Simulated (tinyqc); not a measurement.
From results back to parameters: effective work function and flat-band voltage of a metal/high-k/SiO2/Si stack with a dipole layer. Five cases, with inputs chosen for the exercise.

Problem. Three stacks with (t1, t2) = (8, 20), (30, 20) and (8, 60) angstrom have the flat-band voltages below. VFB = W0 - (chi + dEF) - 4 pi e2 [Q1 EOT + Q2 x2]/3.9 with x2 = t2 3.9/eps2, EOT = t1 + x2, e2 = e^2/4 pi eps0, 1 cm^-2 = 1e-16 angstrom^-2; W0 is the work function with the dipole step.

Constants: e^2/(4 pi eps0) = 14.39964547 eV angstrom.

Case 1.

Values chosen (out of a larger set: a stack on Si capped with an aluminium-like oxide; not measured data): chi = 4.045 eV (electron affinity of the channel); dEF = 0.256 eV (Ec - EF in the channel); eps = (3.9, 25) (their dielectric constants).

VFB (V): -0.0484803  -0.0760406  -0.0516650

Case 2.

Values chosen (out of a larger set: a stack on Si capped with a magnesium-like oxide; not measured data): chi = 4.04 eV (electron affinity of the channel); dEF = 0.718 eV (Ec - EF in the channel); eps = (3.9, 21.6) (their dielectric constants).

VFB (V): -0.7334990  -0.8559891  -0.7200952

Case 3.

Values chosen (out of a larger set: a stack on Si capped with a magnesium-like oxide; not measured data): chi = 4.041 eV (electron affinity of the channel); dEF = 0.745 eV (Ec - EF in the channel); eps = (3.9, 18.4) (their dielectric constants).

VFB (V): 0.2015536  0.1954291  0.2424643

Case 4.

Values chosen (out of a larger set: a stack on Si capped with a lanthanum-like oxide; not measured data): chi = 4.061 eV (electron affinity of the channel); dEF = 0.251 eV (Ec - EF in the channel); eps = (3.9, 21.2) (their dielectric constants).

VFB (V): -0.3246528  -0.3298586  -0.3345880

Case 5.

Values chosen (out of a larger set: a stack on Si capped with an aluminium-like oxide; not measured data): chi = 4.054 eV (electron affinity of the channel); dEF = 0.774 eV (Ec - EF in the channel); eps = (3.9, 19.2) (their dielectric constants).

VFB (V): -0.1856590  -0.1946416  -0.1712582

Find: Q1; Q2; W0.

Solution. The first two stacks differ in t1 alone and give Q1; the first and third give Q1 + Q2; W0 follows from any of them.

Case 1.

Q1 = 2.7e+11 e/cm^2
Q2 = -1.6e+11 e/cm^2
W0 = 4.264 eV

Case 2.

Q1 = 1.2e+12 e/cm^2
Q2 = -1.6e+12 e/cm^2
W0 = 4.062 eV

Case 3.

Q1 = 6.0e+10 e/cm^2
Q2 = -1.1e+12 e/cm^2
W0 = 4.969 eV

Case 4.

Q1 = 5.1e+10 e/cm^2
Q2 = 2.4e+11 e/cm^2
W0 = 3.994 eV

Case 5.

Q1 = 8.8e+10 e/cm^2
Q2 = -4.7e+11 e/cm^2
W0 = 4.638 eV

Computed by tinyqc, one run a case: `OMP_NUM_THREADS=1 python tinyqc.py N N+1 out.jsonl` with N = 1881013, 1881019, 1881041, 1881044, 1881058; one thread of a shared Intel(R) Xeon(R) Processor @ 2.30GHz, about 0.01 s a run at most.
